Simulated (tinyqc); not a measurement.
Two-band tight binding of a puckered layer: sweeps and comparisons. A value that a table varies takes the place of the one given here.

With X = kx ax/2 and Y = ky ay/2: h = t2 + 2 cos(Y) (t1 exp(iX) + t3 exp(-iX)) + t5 exp(2iX), d = 4 t4 cos(X) cos(Y), H = [[d, h], [h*, d]], E = d -/+ |h|.

Constants: hbar^2/2m0 = 3.80998211 eV angstrom^2.

Parameters, chosen for this exercise (near a published set for monolayer black phosphorus; not measured data):

| symbol | value | unit | meaning |
|---|---|---|---|
| ax | 4.53 | angstrom | period along x (armchair) |
| ay | 3.31 | angstrom | period along y (zigzag) |
| t1 | -1.227 | eV | along the zigzag |
| t2 | 3.687 | eV | across the pucker |
| t3 | -0.214 | eV | second in the sheet |
| t4 | -0.095 | eV | same sublattice |
| t5 | -0.057 | eV | far across |

## Mass and optical strength against direction

masses (m0):
```
                x        y
electron  0.15452  0.85285
hole      0.16778  1.11191
```

chi = -4.84710 eV angstrom

Angle from x. 1/m(theta) = cos^2/mx + sin^2/my. Near Gamma only x-polarised light couples the bands, with strength chi^2 cos^2(theta), chi = ax (t1 - t3 + t5) = d Im(h)/dkx; the positions of the atoms inside the cell, which would change this dipole but not the masses, are left out. The last column is the transition energy at |k| = 0.1 1/angstrom from the full bands, less the gap.

Against angle:

| theta (deg) | m_e (m0) | m_h (m0) | strength (eV^2 angstrom^2) | rise of the transition (eV) |
|---|---|---|---|---|
| 0 | 0.155 | 0.168 | 23.49 | 0.4170 |
| 15 | 0.163 | 0.178 | 21.92 | 0.3959 |
| 30 | 0.194 | 0.213 | 17.62 | 0.3375 |
| 45 | 0.262 | 0.292 | 11.75 | 0.2549 |
| 60 | 0.400 | 0.462 | 5.87 | 0.1689 |
| 75 | 0.655 | 0.808 | 1.57 | 0.1034 |
| 85 | 0.825 | 1.066 | 0.18 | 0.0816 |
| 90 | 0.853 | 1.112 | 0.00 | 0.0788 |

What can be read from the table?

The light-mass direction rules: at 45 degrees the electron mass is still 0.262, 1.69 times the value along x, against 5.5 times at 90 degrees. At |k| = 0.1 the transition has risen 5.3 times as much along x as along y.

## Closing the gap

t2 is lowered; h0 = t2 + 2 t1 + 2 t3 + t5, c = hbar^2/2m0. For h0 > 0 the gap is 2 h0 at Gamma. For h0 < 0 the bands touch at kx = 0, cos(Y) = -(t2 + t5)/(2 (t1 + t3)).

Against t2:

| t2 (eV) | h0 (eV) | gap (eV) | electron mass along x (m0) | ky of the nodes (1/angstrom) |
|---|---|---|---|---|
| 3.8 | 0.861 | 1.722 | 0.1686 | - |
| 3.6 | 0.661 | 1.322 | 0.1426 | - |
| 3.4 | 0.461 | 0.922 | 0.1106 | - |
| 3.2 | 0.261 | 0.522 | 0.0706 | - |
| 3.0 | 0.061 | 0.122 | 0.0189 | - |
| 2.8 | -0.139 | 0.000 | - | 0.1884 |
| 2.6 | -0.339 | 0.000 | - | 0.2960 |
| 2.4 | -0.539 | 0.000 | - | 0.3756 |

How do the results move?

The gap closes at t2 = 2.939 eV. On the way the mass along x falls with the gap and tends to 2 c h0/chi^2 as it closes, while that along y stays. Beyond it two Dirac nodes move apart along the zigzag direction, to ky = +/-0.376 1/angstrom in the last row. The mass formula is c/(ex + gx + chi^2/(2 h0)) with chi = ax (t1 - t3 + t5), gx = -ax^2 ((t1 + t3)/4 + t5/2), ex = -t4 ax^2/2.

## What each parameter does

Gap at Gamma and masses m/m0 = c q^2/|E(q) - E(0)| with q = 0.001 1/angstrom, c = hbar^2/2m0. Each row changes one parameter from the base and keeps the others.

Results:

| case | gap (eV) | m_e x | m_h x | m_e y | m_h y |
|---|---|---|---|---|---|
| base | 1.4960 | 0.1545 | 0.1678 | 0.853 | 1.112 |
| t1 = -1.197 eV | 1.6160 | 0.1691 | 0.1851 | 0.869 | 1.139 |
| t2 = 3.717 eV | 1.5560 | 0.1584 | 0.1724 | 0.853 | 1.112 |
| t3 = -0.184 eV | 1.6160 | 0.1577 | 0.1715 | 0.869 | 1.139 |
| t4 = -0.065 eV | 1.4960 | 0.1565 | 0.1655 | 0.885 | 1.061 |
| t5 = -0.027 eV | 1.5560 | 0.1663 | 0.1818 | 0.853 | 1.112 |
| ax = 4.666 angstrom | 1.4960 | 0.1456 | 0.1581 | 0.853 | 1.112 |

What does this show?

The largest shifts from the base row, up to three for each result and ties (the steps differ in size, so this ranks the rows, not the parameters). gap (eV): t1 +0.1200, t3 +0.1200, t2 +0.0600, t5 +0.0600; unchanged at the printed digits by t4 and ax. m_e x: t1 +0.0146, t5 +0.0118, ax -0.0089. m_h x: t1 +0.0173, t5 +0.0140, ax -0.0096. m_e y: t4 +0.033, t1 +0.016, t3 +0.016; unchanged at the printed digits by t2, t5 and ax. m_h y: t4 -0.051, t1 +0.027, t3 +0.027; unchanged at the printed digits by t2, t5 and ax.

tinyqc: `OMP_NUM_THREADS=1 python tinyqc.py 1452056 1452057 out.jsonl`; about 0.01 s, one thread, shared Intel(R) Xeon(R) Processor @ 2.30GHz.
